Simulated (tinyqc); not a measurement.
Pump-down curve: gas flow in a process chamber: flow regimes, conductance, effective pumping speed, pump-down, outgassing and purge. Computed by tinyqc, a small Python program. Command: `OMP_NUM_THREADS=1 python tinyqc.py 3120413 3120414 out.jsonl pump walk`. One thread of a shared host (Intel(R) Xeon(R) Processor @ 2.30GHz), about 0.06 s of CPU time with the checks.

Ideal gas, isothermal flow, a pump of constant speed at the end of a round pipe; process gas, volume gas and outgassing are given the same properties. 1 sccm = 101325 Pa x 1e-6 m^3/60 s x T/273.15 K.

Inputs (values chosen for the exercise, modelled on hydrogen near room temperature): molar mass M = 2.016 g/mol; molecular diameter = 0.27 nm; viscosity eta = 8.9 micropascal s; temperature T = 350 K; chamber volume V = 28 L; wall area = 0.31 m^2; pipe diameter d = 25 cm; pipe length l = 310 cm; pump speed S = 3500 L/s; outgassing rate after 1 h = 1.4e-06 Pa m^3/(s m^2); outgassing exponent n = 1; starting pressure p0 = 1400 Pa.

Constants: k_B = 1.380649e-23 J/K; u = 1.6605390666e-27 kg.

Method:
- Mean speed c = sqrt(8 k_B T/(pi m)); aperture conductance C_a = c pi d^2/16; molecular pipe C_m = C_a/(1 + 3 l/(4 d)) (Dushman form); viscous pipe C_v = pi d^4 p_mean/(128 eta l); Knudsen interpolation C = C_v + C_m (1 + x)/(1 + 1.24 x), x = d p_mean sqrt(m/(k_B T))/eta.
- Effective speed 1/S_eff = 1/S + 1/C_m; time constant V/S_eff; pressure at which the free path k_B T/(sqrt2 pi d_m^2 p) equals d.
- Pump-down: V dp/dt = -S_eff(p) p + q(t) A, with S_eff = S p_2/p, where p_2 solves C((p + p_2)/2) (p - p_2) = S p_2 at each moment, and q(t) = q_1 (1 h/(t + 10 s))^n; integrated adaptively. At long times p = q(t) A/S_eff.
- S_eff(p) is tabulated at 260 pressures and interpolated in ln p. Comparison columns: p0 exp(-t/time constant) with the molecular S_eff (0 below 1e-26 p0), and the outgassing limit.

time constant = 0.0202577 s

S_eff in molecular flow = 1382.19 L/s

Pressure against time:
```
t (s)       p (Pa)  S_eff (L/s)  volume gas only (Pa)  outgassing limit (Pa)
0.3     1.1767e-04       1381.9            5.1830e-04             1.0975e-04
1       1.0297e-04       1381.9            5.1010e-19             1.0276e-04
3       8.7101e-05       1382.0                     0             8.6952e-05
10      5.6582e-05       1382.1                     0             5.6519e-05
30      2.8275e-05       1382.1                     0             2.8260e-05
100     1.0278e-05       1382.2                     0             1.0276e-05
300     3.6466e-06       1382.2                     0             3.6464e-06
1000    1.1192e-06       1382.2                     0             1.1192e-06
3600    3.1313e-07       1382.2                     0             3.1312e-07
20000   5.6491e-08       1382.2                     0             5.6491e-08
100000  1.1303e-08       1382.2                     0             1.1303e-08
```

What follows from these numbers?

From t = 0.3 s on the pressure is within 20 % of the outgassing limit, which falls only as (t + 10 s)^-1: walls, not volume, set the time to base pressure.
